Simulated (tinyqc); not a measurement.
Specific resistance of a metal-semiconductor contact and its transmission-line measurement: one step, computed by the program tinyqc. Command: `OMP_NUM_THREADS=1 python tinyqc.py 3031572 3031573 out.jsonl contact walk`. One thread of a shared host (Intel(R) Xeon(R) Processor @ 2.30GHz), about 0.01 s of CPU time with the checks.

The barrier is parabolic (depletion approximation), energies E are normal energies counted from the band edge in the neutral semiconductor (downwards for holes), and the bias is zero. xi is an input, held fixed when other inputs move.

Problem. Current crowding. Transmission-line model: transfer length L_T = sqrt(rho_c/R_sh); R_c = (R_sh L_T/W) coth(d/L_T). Limits: rho_c/(W d) for d << L_T, sqrt(rho_c R_sh)/W for d >> L_T.

Inputs (values chosen for the exercise, modelled on n-type 4H-SiC):

| quantity | value | unit |
|---|---|---|
| temperature T | 300 | K |
| sheet resistance R_sh | 38 | ohm |
| contact length d | 17 | micrometre |
| contact width W | 0.17 | micrometre |

Image-force lowering: left out.

specific contact resistance rho_c = 2.286698e-09 ohm cm^2

Give: transfer length L_T; d/L_T; contact resistance R_c; R_c W; short-contact limit; long-contact limit.

Solution.

transfer length L_T = 0.07757 micrometre

d/L_T = 219.1

contact resistance R_c = 17.34 ohm

R_c W = 2.948 ohm micrometre

short-contact limit = 0.07912 ohm

long-contact limit = 17.34 ohm

The contact is long: current crowds at the front edge, and more length does not help. Caution: the barrier is thinner than 1.5 nm, about the spacing of dopants, so a smooth parabolic barrier and WKB are rough.
